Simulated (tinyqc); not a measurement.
Charge neutrality of a doped semiconductor with incomplete ionisation: one step, computed by the program tinyqc.

Energies are counted from the top of the valence band; E_D is measured down from the conduction band and E_A up from the valence band.

Task: Densities at the solution. n = N_c F_1/2((E_F - E_g)/k_B T), p = N_v F_1/2(-E_F/k_B T). F_1/2(eta) = (2/sqrt(pi)) int_0^infinity sqrt(x)/(1 + exp(x - eta)) dx, by the trapezoid rule in t = sqrt(x) with step 0.02 up to t = 12 (for eta < -12 by exp(eta) - exp(2 eta)/2^(3/2)). N_D+ = N_D/(1 + g_D exp((E_F - E_g + E_D)/k_B T)). N_A- = N_A/(1 + g_A exp((E_A - E_F)/k_B T)).

Inputs (values chosen for the exercise, modelled on GaSb):
```
quantity                   value   unit
donor density N_D        1.8e+14  cm^-3
acceptor density N_A     9.6e+15  cm^-3
donor depth E_D          0.00258     eV
acceptor depth E_A        0.0296     eV
donor degeneracy g_D           2      -
acceptor degeneracy g_A        4      -
temperature T                200      K
```

Doping: p-type, compensated. Statistics of the bands: Fermi-Dirac.

Fermi level E_F (last iterate) = 0.1034007 eV

gap E_g = 0.7464925 eV

N_c = 1.047996e+17 cm^-3

N_v = 3.599133e+18 cm^-3

k_B T = 0.01723467 eV

Give: majority density p; minority density n; ionised share of the acceptors; distance of E_F from the majority band edge.

Result:

majority density p = 8.917e+15 cm^-3

minority density n = 6.534 cm^-3

ionised share of the acceptors = 0.9476

distance of E_F from the majority band edge = 0.1034 eV
